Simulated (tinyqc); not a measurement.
Six-transistor SRAM cell, nodal equations and margins: one step of the calculation.

Two cross-coupled inverters (pull-down bn, pull-up bp) hold the nodes Q and QB; access transistors (ba, threshold VTn, gate on the word line at Vdd when selected) join them to the bit lines. Transistor (EKV form, voltages against the body): I = 2 n b Vt^2 [F(vp - Vs) - F(vp - Vd)] from drain to source, F(v) = ln^2(1 + exp(v/(2 Vt))), vp = (Vg - VT + sg |Vd - Vs|)/n. n-channel bodies are at 0; for the p-channel device all voltages are counted down from Vdd. b in uA/V^2 gives I in uA. For an access transistor the bit line is the drain and the node the source. In a read both bit lines are at Vdd. The cell is symmetric (no mismatch).

Task. Read current and disturbance. Iread = Ia(bit line at Vdd, source Q); cell ratio bn/ba; time to pull a bit line of 20 fF down by 0.1 V at that current.

Values chosen for this exercise: temperature T = 273 K; supply voltage Vdd = 0.9 V; slope factor n = 1.27; drain-induced barrier lowering sg = 0.112; n-channel threshold VTn = 0.36 V; gain factor of the pull-down transistor bn = 280 uA/V^2; gain factor of the access transistor ba = 230 uA/V^2.

Constants: q = 1.602176634e-19 C, kB = 1.380649e-23 J/K, Vt = kB T/q. Results are converted to the units shown.

(Q, QB) (V): Q 0.13927363, QB 0.89983294

Wanted: Iread; cell ratio; time.

Result.

Iread = 18.203 uA
cell ratio = 1.2174
time = 109.87 ps

tinyqc, about 0.2 s, one thread, Intel Xeon 2.30GHz (shared host): `OMP_NUM_THREADS=1 python tinyqc.py 2340145 2340146 out.jsonl`
